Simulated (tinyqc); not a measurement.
Phase shift across the band: Koster-Slater impurity in a tight-binding band, by Green functions and by supercells. Computed by tinyqc, a small Python program. Command: `OMP_NUM_THREADS=1 python tinyqc.py 3014416 3014417 out.jsonl kosterslater walk`. One thread of a shared host (Intel(R) Xeon(R) Processor @ 2.30GHz), about 0.06 s of CPU time with the checks.

One orbital per site, e(k) = -2 t sum cos(k_i) over 3 direction(s), band from -6 t to 6 t, lattice constant 1. One site has the extra energy U. Spin is left out.

Inputs (values chosen for the exercise, for a model band): hopping t = 1.9 eV; impurity potential U = -10.7 eV; broadening eta = 0.28 eV.

Lattice: simple cubic.

Method:
- Outside the band G0(E) = (1/pi) int_0^pi dk (2/(pi z)) K(16 t^2/z^2), z = E + 2 t cos k, K the complete elliptic integral with parameter m; 200 Gauss-Legendre points.
- A bound state solves 1/U = G0(E).
- Bisection in ln(distance from the edge) between 1e-5 t and |U| + t. Weight on the impurity site: -1/(U^2 dG0/dE), by a central difference with step min(1e-4 t, distance/30). Decay length along an axis: 1/arccosh(1 + distance/(2 t)).
- Inside the band G0(z), z = E + i eta, comes from the chain form 1/(sqrt(y - 2t) sqrt(y + 2t)) (principal roots) at y = z + 2 t cos k + 2 t cos k', averaged over k and k' in (0, pi) with 200 Gauss-Legendre points each.
- delta/pi = -arg(1 - U G0)/pi counts the states added below E (Friedel); host DOS = -Im G0/pi, DOS on the impurity = -Im[G0/(1 - U G0)]/pi; 13 evenly spaced energies from -(band edge + |U| + 2t) to +(band edge + |U| + 2t).

distance from the band edge = 1.57112 eV

level E_b = -12.9711 eV

Across the spectrum:

| E (eV) | Re G0 (1/eV) | host DOS (1/eV) | DOS on the impurity (1/eV) | delta/pi |
|---|---|---|---|---|
| -25.900 | -0.03996 | 0.000148 | 0.00045 | 0.00276 |
| -21.583 | -0.04878 | 0.000225 | 0.00098 | 0.00503 |
| -17.267 | -0.06313 | 0.000395 | 0.00374 | 0.01301 |
| -12.950 | -0.09352 | 0.001073 | 0.82482 | 0.50631 |
| -8.633 | -0.13876 | 0.020136 | 0.02905 | 0.69782 |
| -4.317 | -0.14967 | 0.055696 | 0.01440 | 0.59895 |
| 0.000 | 0.00000 | 0.072820 | 0.01041 | 0.37655 |
| 4.317 | 0.14967 | 0.055696 | 0.00542 | 0.19856 |
| 8.633 | 0.13876 | 0.020136 | 0.00304 | 0.08466 |
| 12.950 | 0.09352 | 0.001073 | 0.00027 | 0.00574 |
| 17.267 | 0.06313 | 0.000395 | 0.00014 | 0.00252 |
| 21.583 | 0.04878 | 0.000225 | 0.00010 | 0.00158 |
| 25.900 | 0.03996 | 0.000148 | 0.00007 | 0.00111 |

delta/pi starts and ends near zero (+0.003 and +0.001): the impurity moves states but creates none. delta/pi rises at the bound state below the band (-12.971 eV), reaches 0.70 among these rows (1 in the limit of small eta, just above the level) and is paid back by the top of the band.

Extremes, crossings and ranges named in words are read from the listed rows.
